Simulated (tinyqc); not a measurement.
Conductance against temperature: phonon transmission through an interface between two chains by Green functions. Computed by tinyqc, a small Python program. Command: `OMP_NUM_THREADS=1 python tinyqc.py 3002157 3002158 out.jsonl agf walk`. One thread of a shared host (Intel(R) Xeon(R) Processor @ 2.30GHz), about 0.01 s of CPU time with the checks.

Two semi-infinite chains (masses m_1, m_2; springs k_1, k_2), motion along the chain. The central region holds the end atom of each chain and one interlayer atom of mass m_b, joined by springs k_b. lambda = omega^2 in eV/(angstrom^2 u); nu = 15.6333042 THz x sqrt(lambda).

Inputs (values chosen for the exercise, for two model chains):

| quantity | value | unit |
|---|---|---|
| mass m_1 | 70.1 | u |
| spring k_1 | 5.89 | eV/angstrom^2 |
| mass m_2 | 224 | u |
| spring k_2 | 9.19 | eV/angstrom^2 |
| junction spring k_b | 3.41 | eV/angstrom^2 |
| interlayer mass m_b | 189 | u |
| probe frequency / lower band top | 0.45 | - |

Atoms in the interlayer: one.

Constants: nu for 1 eV/(angstrom^2 u) = 15.6333042 THz; h x 1 THz = 4.135667696 meV; k_B = 8.617333262e-05 eV/K; k_B = 1.380649e-23 J/K; h = 6.62607015e-34 J s.

Method:
- nu_max = 15.6333042 THz x 2 sqrt(k/m); impedance Z = sqrt(k m); long-wave transmission 4 Z_1 Z_2/(Z_1 + Z_2)^2; the probe frequency is the given share of the lower band top.
- In chain i, sin(q_i a/2) = nu/nu_max,i. An outgoing wave makes the next atom move as exp(i q_i a) times the end atom, so the lead adds the self-energy Sigma_i = -k_i exp(i q_i a) to the force-constant matrix; Gamma_i = -2 Im Sigma_i = 2 k_i sin(q_i a).
- A = lambda M - K - Sigma over the central atoms, with K_ii the sum of the springs at i, K_(i,i+1) = -k_b; G = inverse of A; transmission = Gamma_1 Gamma_2 |G_(first,last)|^2.
- Landauer conductance G = k_B int tau(nu) x^2 e^x/(e^x - 1)^2 d nu, x = h nu/(k_B T), from 0 to the lower band top (240 Gauss-Legendre points in s from 0 to 1, nu = nu_top sin(pi s/2)); tau is the transmission, and its thermal mean is G over the value for tau = 1 in the same window; the quantum is g_0 = pi^2 k_B^2 T/(3 h).

band top of chain 1 = 9.06316 THz

band top of chain 2 = 6.33307 THz

Conductance:

| T (K) | G (pW/K) | mean transmission | G/g_0 | G for transmission 1 (pW/K) |
|---|---|---|---|---|
| 1 | 0.80882 | 0.85460 | 0.85460 | 0.94643 |
| 5 | 4.0480 | 0.85543 | 0.85543 | 4.7322 |
| 20 | 16.490 | 0.87119 | 0.87117 | 18.928 |
| 50 | 34.031 | 0.74574 | 0.71914 | 45.634 |
| 100 | 42.442 | 0.60702 | 0.44844 | 69.919 |
| 200 | 45.418 | 0.55258 | 0.23994 | 82.193 |
| 400 | 46.243 | 0.53734 | 0.12215 | 86.059 |
| 800 | 46.455 | 0.53342 | 0.061355 | 87.088 |

What follows from these numbers?

At 1 K G/g_0 = 0.855; as T goes to 0 it tends to the long-wave transmission, where only the impedances count. Towards high T all modes count more and more alike; at 800 K G is 46.5 pW/K and the mean transmission is 0.533, which is well below the low-T value.
